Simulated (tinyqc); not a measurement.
Inside a calculation. Model: valley-orbit splitting of a donor ground state, with strain. Computed by tinyqc, a small Python program that keeps every step. Command: `OMP_NUM_THREADS=1 python tinyqc.py 3018087 3018088 out.jsonl valleyorbit walk`. One thread of a shared host (Intel(R) Xeon(R) Processor @ 2.30GHz), about 0.01 s of CPU time with the checks. Intermediate numbers are printed to about 6 digits and carried at full precision; extremes and crossings named in words are read from the listed rows.

The basis is the 1s envelope in each valley; energies are counted from the unstrained conduction-band edge. The strain is e_s (a a^T - 1/3) for the unit stress axis a, so valley j along n_j moves by Xi_u e_s w_j with w_j = (n_j.a)^2 - 1/3: -1/3 for x and y, +2/3 for z.

Inputs (values chosen for the exercise, for a model many-valley semiconductor):

| quantity | value | unit |
|---|---|---|
| single-valley binding energy E_0 | 27.6 | meV |
| central-cell shift Lambda | 5.12 | meV |
| coupling Delta_1 | 1.6 | meV |
| coupling Delta_2 | 2.21 | meV |
| shear deformation potential Xi_u | 8.56 | eV |
| shear strain e_s | 5.3e-05 | - |
| temperature T | 50 | K |
| donor density N_D | 1.2e+14 | cm^-3 |
| density-of-states mass of one valley m_e | 0.335 | m_0 |

Valleys: six along <100>. Stress axis: [001].

Constants: k_B = 8.617333262e-05 eV/K; m_0 = 9.1093837015e-31 kg; k_B = 1.380649e-23 J/K; h = 6.62607015e-34 J s.

## Levels without strain

By symmetry: E(A1) = E_0 + Lambda + 4 Delta_1 + Delta_2 (one state), E(T2) = E_0 + Lambda - Delta_2 (three), E(E) = E_0 + Lambda - 2 Delta_1 + Delta_2 (two), as binding energies.

E(A1) = 41.33 meV

E(T2) = 30.51 meV

E(E) = 31.73 meV

Only A1 has all valley amplitudes in phase, so only it has weight at the nucleus. Of the upper states E is bound more strongly, because Delta_1 is smaller than Delta_2.

## The valley matrix under strain

H_jj = -(E_0 + Lambda) + Xi_u e_s w_j; H_jk = -Delta_2 between opposite valleys and -Delta_1 between perpendicular ones.

H (meV), lower triangle (symmetric):
```
          +x        -x        +y        -y        +z        -z
+x  -32.8712
-x   -2.2100  -32.8712
+y   -1.6000   -1.6000  -32.8712
-y   -1.6000   -1.6000   -2.2100  -32.8712
+z   -1.6000   -1.6000   -1.6000   -1.6000  -32.4175
-z   -1.6000   -1.6000   -1.6000   -1.6000   -2.2100  -32.4175
```

## Levels and ground state under strain

Diagonalise H; the ground vector has positive components. The density at the nucleus, and so the contact hyperfine coupling, scales as (sum_j c_j)^2/(number of valleys), which is 1 without strain; the envelopes are held fixed.

levels (meV): -41.3347  -31.8812  -31.5741  -30.6612  -30.6612  -30.2075

valley amplitudes of the ground state: +x 0.414477, -x 0.414477, +y 0.414477, -y 0.414477, +z 0.395497, -z 0.395497

hyperfine ratio A/A_0 = 0.999520

The valleys that move down hold 68.7 % of the ground state, against 66.7 % without strain.

## Binding energy under strain

The binding energy is counted from the lowest valley edge, min_j Xi_u e_s w_j; the gap is from the ground state to the next level.

binding energy under strain = 41.1835 meV

gap to the first excited state = 9.45346 meV

## Populations and ionisation

z = sum over levels of exp(-(E - E_ground)/k_B T), the ground-state share being 1/z; N_c = 2 (2 pi m_e k_B T/h^2)^(3/2) sum_j exp(-(shift_j - lowest shift)/k_B T); n1 = N_c/(2 z) exp(-binding/k_B T), binding = lowest shift - E_ground; without compensation n = 2 N_D/(1 + sqrt(1 + 4 N_D/n1)) (Boltzmann statistics; p and higher states left out).

partition sum z = 1.45880

share of neutral donors in the ground state = 0.685496

N_c = 1.92021e+18 cm^-3

n1 = 4.64744e+13 cm^-3

free electrons n = 5.49734e+13 cm^-3

## Strain dependence

The contact hyperfine ratio is A/A_0 = (sum_j c_j)^2/(number of valleys), c_j the valley amplitudes of the ground state; binding from the lowest valley edge.

Against strain:

| e_s | Xi_u e_s (w_max - w_min) (meV) | binding (meV) | gap to next level (meV) | A/A_0 |
|---|---|---|---|---|
| -4.20e-04 | -3.59520 | 39.2622 | 8.75220 | 0.963685 |
| -1.60e-04 | -1.36960 | 40.4623 | 9.23420 | 0.995087 |
| -5.30e-05 | -0.45368 | 41.0324 | 9.45845 | 0.999488 |
| -1.60e-05 | -0.13696 | 41.2391 | 9.55522 | 0.999954 |
| 1.60e-05 | 0.13696 | 41.2848 | 9.55478 | 0.999955 |
| 5.30e-05 | 0.45368 | 41.1835 | 9.45346 | 0.999520 |
| 1.60e-04 | 1.36960 | 40.9147 | 9.18475 | 0.995929 |
| 4.20e-04 | 3.59520 | 40.3913 | 8.66135 | 0.977050 |

A/A_0 falls for either sign of strain, to 0.964 and 0.977 at the ends; its limits are the shares of the valleys that end up lowest, 2/6 under compression and 4/6 under tension. Near zero strain A/A_0 changes in second order, the binding in first. The binding energy drops from 41.33 meV to 39.26 and 40.39 meV, since fewer valleys share the valley-orbit gain.

## Do the excited 1s states matter for ionisation?

No strain here. The last two columns set z = 1, with the A1 depth, or use one level at E_0 with z equal to the number of valleys.

Ionised share:

| T (K) | z | all 1s states | ground state alone | no splitting |
|---|---|---|---|---|
| 24 | 1.03531 | 2.35695e-03 | 2.39815e-03 | 0.026732 |
| 40 | 1.25342 | 1.57177e-01 | 1.74185e-01 | 0.432097 |
| 60 | 1.68244 | 7.45469e-01 | 8.17890e-01 | 0.905829 |
| 87 | 2.26429 | 9.72084e-01 | 9.87283e-01 | 0.987765 |
| 120 | 2.84406 | 9.95020e-01 | 9.98238e-01 | 0.997203 |
| 190 | 3.66197 | 9.99256e-01 | 9.99796e-01 | 0.999472 |
| 320 | 4.43835 | 9.99852e-01 | 9.99967e-01 | 0.999878 |

z grows from 1.035 to 4.44 of at most 6. Leaving out the excited states overstates the ionised share by up to 10.8 % (at 40.0 K); ignoring the splitting misses by a factor 11.3 at the lowest T and 1.00 at the highest.

Checks made by the program: symmetry formulas against diagonalisation (relative difference below 1e-10).
